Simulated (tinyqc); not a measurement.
# Junctionless gate-all-around wire, depletion approximation: what changes with what

A uniformly doped n-type wire of radius R under a surrounding gate; long channel. Below flat band a shell from radius rc to R is fully depleted and the neutral core, at channel potential V (0 at the source, Vd at the drain), carries the current with constant mobility; s = (rc/R)^2 is the share of the cross-section that conducts. The edge of the depleted shell is taken as abrupt, so there is no subthreshold current.

Inputs (values chosen for the exercise); material values close to those of silicon: relative permittivity of the semiconductor eps_r = 11.7; relative permittivity of the gate insulator eox = 22; insulator thickness tox = 3.6 nm; wire radius R = 30 nm; donor density Nd = 1e18 cm^-3; flat-band voltage Vfb = 0.55 V; effective mobility in the wire mu = 90 cm^2/(V s); gate length L = 0.05 um; gate voltage Vg = 0.4 V; drain voltage Vd = 0.1 V.

Constants: q = 1.602176634e-19 C, eps0 = 8.8541878128e-14 F/cm where lengths are in cm. Results are converted to the units shown.

Each table varies one quantity; the others keep the values above.

## Transfer curve

Cox = eps0 eox/(R ln(1 + tox/R)); A = q Nd R^2/(4 eps0 eps_r); B = q Nd R/(2 Cox); VT = Vfb - A - B. s solves Vfb - Vg + V = A (1 - s + s ln s) + B (1 - s), and s = 0 where the left side exceeds A + B. I = (q mu Nd pi R^2/L)[g(s0) - g(sL)], g = A (s^2/4 - (s^2/2) ln s) + B s^2/2, with s0 at V = 0 and sL at V = Vd.

Transfer curve:
```
Vg (V)	s0	rc at the source (nm)	sL	I (uA)
0.19	0.01645	3.848	0	0.01816
0.23	0.04845	6.603	0	0.1215
0.28	0.1010	9.532	0.01000	0.4139
0.32	0.1535	11.75	0.03959	0.7479
0.36	0.2169	13.97	0.07829	1.159
0.41	0.3161	16.87	0.1394	1.798
0.45	0.4182	19.40	0.1999	2.438
0.5	0.5969	23.18	0.2941	3.482
0.54	0.8543	27.73	0.3902	4.683
```

Read the table: what changes, and by how much?

Between VT = 0.160 V and flat band, the core radius rises from 3.85 to 27.7 nm and the current rises from 0.0182 to 4.68 uA. The drain end is pinched off in 2 of the 9 rows. ds0/dVg is 0.800 1/V between the first two rows and 6.43 1/V between the last two: the gate acts more strongly when the depleted shell between it and the core is thin. For Vg = 0.19 to 0.23 V the core at the source is under two Debye lengths (at 300 K) in radius, so the abrupt edge fails.

## Output curve

Same model as above.

Output curve:
```
Vd (V)	sL	I (uA)	I/Vd (uS)
0.04	0.21690	0.82907	20.727
0.079	0.15490	1.4172	17.939
0.117	0.10456	1.8168	15.529
0.156	0.061764	2.0791	13.327
0.194	0.028134	2.2163	11.424
0.233	0.0028528	2.2626	9.7107
0.271	0	2.2633	8.3518
0.31	0	2.2633	7.3011
```

The current rises from 0.829 to 2.26 uA; the conducting share at the drain falls from 0.217 to 0. The core closes at Vd = Vg - VT = 0.240 V, and the current is constant beyond.

tinyqc, about 0.01 s, one thread, Intel Xeon 2.30GHz (shared host): `OMP_NUM_THREADS=1 python tinyqc.py 2460063 2460064 out.jsonl`
